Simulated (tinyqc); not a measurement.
Inside a calculation: exchange-split free-electron bands and tunnelling magnetoresistance. Values are carried at full precision from step to step, so a last printed digit may differ when a step is redone from the rounded ones.

Majority and minority bands E = c k^2/m -/+ Dx/2, c = hbar^2/2m0, so k_up = sqrt(m (EF + Dx/2)/c), k_dn = sqrt(m (EF - Dx/2)/c); n_s = k_s^3/(6 pi^2), D_s = m k_s/(4 pi^2 c).

Constants: hbar^2/2m0 = 3.80998211 eV angstrom^2.

Inputs chosen for the exercise: EF = 2.95 eV (Fermi energy above the mean band bottom); Dx = 1.53 eV (exchange splitting); m = 0.98 m0 (mass in the electrodes); mb = 0.62 m0 (mass in the barrier); phi = 1.9 eV (barrier height above EF); d = 6.7 angstrom (barrier thickness).

## The two Fermi spheres

Give k_s, n_s, D_s, the moment per electron (n_up - n_dn)/n and three polarisations: of D, of D v and of D v^2 (v proportional to k).

k_up, k_dn (1/angstrom): 0.9775  0.7497

n_up, n_dn (1/angstrom^3): 0.01577  0.00712

D_up, D_dn (1/(eV angstrom^3)): 0.00637  0.00488

moment per electron = 0.3783 muB

polarisations: D 0.1319, D v 0.2593, D v^2 0.3783

The three numbers differ although they describe one band structure: each probe (density of states, ballistic current, diffusive current) weights the velocity differently.

## Transmissions

Barrier: kappa = sqrt(mb phi/c), c = hbar^2/2m0. With a = k1/m, b = k2/m, w = kappa/mb, the transmission at normal incidence is T(k1, k2) = 4 a b w^2/[w^2 (a + b)^2 + (w^2 + a^2)(w^2 + b^2) sinh^2(kappa d)]. Parallel: G_P = T(up, up) + T(dn, dn); antiparallel: G_AP = 2 T(up, dn); TMR = (G_P - G_AP)/G_AP. Julliere: TMR = 2 P^2/(1 - P^2). Slonczewski factor: P_eff = P_k (w^2 - a_up a_dn)/(w^2 + a_up a_dn), P_k = (k_up - k_dn)/(k_up + k_dn).

Evaluate kappa and the three T.

kappa = 0.5560 1/angstrom
kappa d = 3.726

T: up-up 0.002295, dn-dn 0.002263, up-dn 0.002279

The majority channel transmits more, by a factor 1.01; the common factor exp(-2 kappa d) is 0.000581.

## Magnetoresistance

From the T, and from the Julliere formula with P_k and with P_eff.

TMR from T = 0.01 %
P_k = 0.1319
P_eff = 0.0035
Julliere with P_k = 3.54 %
Julliere with P_eff = 0.00 %

The interface factor is +0.026. The plain Julliere value lies 3.5 points above the result and the one with P_eff 0.00 points from it. Symmetry filtering in crystalline barriers, which gives far larger values, is outside this model.

## Checks

- TMR of a thick barrier against the Julliere formula with P_eff: both 2.415e-05.

Program tinyqc; command `OMP_NUM_THREADS=1 python tinyqc.py 1650090 1650091 out.jsonl`; about 0.01 s on one thread of a shared Intel(R) Xeon(R) Processor @ 2.30GHz.
